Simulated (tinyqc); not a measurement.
Limits of the phonon part: Bloch-Grueneisen resistivity of a metal. Computed by tinyqc, a small Python program. Command: `OMP_NUM_THREADS=1 python tinyqc.py 3031089 3031090 out.jsonl bg walk`. One thread of a shared host (Intel(R) Xeon(R) Processor @ 2.30GHz), about 0.01 s of CPU time with the checks.

Electrons scatter from a Debye spectrum of phonons (n = 5 for scattering within one band, n = 3 for scattering into a second, heavy band) and from static defects.

Inputs (values chosen for the exercise, modelled on aluminium):
```
quantity                       value         unit
exponent n                         5            -
Debye temperature Theta          386            K
transport coupling lambda_tr    0.36            -
Drude plasma energy hbar w_p      12           eV
residual resistivity rho_0    0.0059  microohm cm
```

Addition: none.

Constants: k_B = 1.380649e-23 J/K; hbar = 1.054571817e-34 J s; eps_0 = 8.8541878128e-12 F/m; hbar = 6.582119569e-16 eV s.

Method:
- J_n(y) = int_0^y x^n e^x/(e^x - 1)^2 dx, by 96 Gauss-Legendre points (upper limit at most 60).
- rho_ph = (n - 1) rho_1 (T/Theta)^n J_n(Theta/T), with rho_1 = 2 pi lambda_tr k_B Theta/(hbar eps_0 w_p^2), the high-temperature line at T = Theta.
- Matthiessen's rule: rho = rho_0 + rho_ph.
- Low T: (n - 1) n! zeta(n) rho_1 (T/Theta)^n. High T: rho_1 (T/Theta) [1 - (n - 1)/(12 (n + 1)) (Theta/T)^2].

Resistivities (microohm cm):
```
T (K)      rho_ph   low-T law  straight line  line with correction   total rho
12     5.6138e-05  5.6138e-05         0.1208                     -  5.9561e-03
19     5.5859e-04  5.5862e-04         0.1912                     -  6.4586e-03
31     6.3637e-03  6.4589e-03         0.3119                     -  1.2264e-02
46     3.9387e-02  4.6466e-02         0.4629                     -  4.5287e-02
77     2.4803e-01  6.1067e-01         0.7748                     -  2.5393e-01
140    9.4996e-01  1.2134e+01         1.4088                0.8138  9.5586e-01
190    1.5334e+00  5.5862e+01         1.9119                1.4735  1.5393e+00
310    2.8656e+00  6.4589e+02         3.1194                2.8507  2.8715e+00
460    4.4524e+00  4.6466e+03         4.6288                4.4477  4.4583e+00
770    7.6410e+00  6.1067e+04         7.7482                7.6400  7.6469e+00
```

What follows from these numbers?

The low-T law holds to 10 % up to 31 K, the straight line from 310 K on. The local exponent of rho_ph falls from 5.00 to 1.05. Phonons overtake the residual resistivity between 19.0 and 31.0 K.

Extremes, crossings and ranges named in words are read from the listed rows.
